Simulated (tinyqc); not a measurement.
## Junction parameters from two forward currents

Inverse problem. D(v) = J1 (exp(v/Vt) - 1) + J2 (exp(v/(2 Vt)) - 1). Find J1, J2 and the voltage 2 Vt ln(J2/J1) near which both parts are equal.

Parameters, values chosen for the exercise:
```
symbol  value  unit      meaning
T         358     K  temperature
```

Constants: q = 1.602176634e-19 C, kB = 1.380649e-23 J/K, Vt = kB T/q. Results are converted to the units shown.

junction voltages (V): 0.34  0.71
currents (uA/um): 5.6870875e-6  0.0059454256

Answer. The current is linear in J1 and J2, so two points give two equations.

J1 = 3.700e-13 uA/um
J2 = 2.300e-8 uA/um
crossover = 0.6810 V

Program tinyqc, `OMP_NUM_THREADS=1 python tinyqc.py 2182198 2182199 out.jsonl`; Intel Xeon 2.30GHz, shared host, one thread, about 0.2 s.
